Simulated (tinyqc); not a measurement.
# Modulation-doped quantum well, Poisson-Schroedinger loop: effect of the temperature

A well of width L centred at z = 0 between barriers Vb; effective-mass electrons in two equivalent valleys, parabolic bands. The electrons come from donor sheets outside the mesh, a share fL of Ns on the left and the rest on the right, so the structure is neutral. Energies are counted from the band edge of the well, with U = 0 on the first node in the Hartree part.

Schroedinger equation -C d/dz (1/m) dpsi/dz + (V0 + U) psi = E psi, C = hbar^2/(2 m0), on a fine mesh (400 intervals across the well) with hard walls 3.3003 nm outside the well edges (to within half a fine step); the lowest 2 levels are kept. V0 = 0 in the well and Vb outside, plus q Fz z (1 kV/cm = 1e-4 eV/nm). N_k = D Vt ln(1 + exp((EF - E_k)/Vt)), D = 2 md m0 q/(pi hbar^2), sum N_k = Ns; n = sum N_k |psi_k|^2. dU/dz = q (fL Ns - integral of n from the left)/(eps0 eps_r). The loop is converged to 1e-9 eV; shares under 0.001 % are printed as 0.

Parameters, values chosen for the exercise; material values close to those of strained Si in SiGe (two lower valleys): mass along z in the well mw = 0.906 m0; mass along z in the barriers mb = 0.932 m0; in-plane mass md = 0.19 m0; barrier height Vb = 0.198 eV; relative permittivity (all layers) eps_r = 11.5; well width L = 5.8672 nm; sheet density of electrons Ns = 4.2e11 cm^-2; share of the donors on the left side fL = 0.25; applied field along z Fz = 0 kV/cm.

Constants: q = 1.602176634e-19 C, kB = 1.380649e-23 J/K, hbar = 1.054571817e-34 J s, m0 = 9.1093837015e-31 kg, Vt = kB T/q, eps0 = 8.8541878128e-14 F/cm where lengths are in cm, hbar^2/(2 m0) = 0.0380998212 eV nm^2. Results are converted to the units shown.

Effect of the temperature:
columns A: T (K); B: E2 - E1 (meV); C: EF - E1 (meV); D: share of E2 (%); E: centroid (nm); F: charge in the barriers (%); G: range of U in the well (meV)
```
A       B       C      D      E      F     G
4    25.3    2.65      0  0.173  0.752  11.0
20   25.3    2.23      0  0.173  0.752  11.0
50   25.3  -0.733  0.382  0.173  0.760  11.0
100  25.4   -9.40   5.70  0.162  0.872  10.9
150  25.4   -21.2   13.1  0.148   1.03  10.9
200  25.5   -34.9   19.3  0.135   1.16  10.8
300  25.6   -66.3   27.6  0.118   1.33  10.8
400  25.6    -101   32.5  0.107   1.44  10.8
```

As T goes from 4 to 400, E2 - E1 rises from 25.3 to 25.6 meV, EF - E1 falls from 2.65 to -101 meV and the share of E2 rises from 0 to 32.5 %. EF stays below E2 throughout.

Computed by the program tinyqc: `OMP_NUM_THREADS=1 python tinyqc.py 2140057 2140058 out.jsonl`, one thread of a shared Intel Xeon 2.30GHz, about 0.1 s for the whole run.
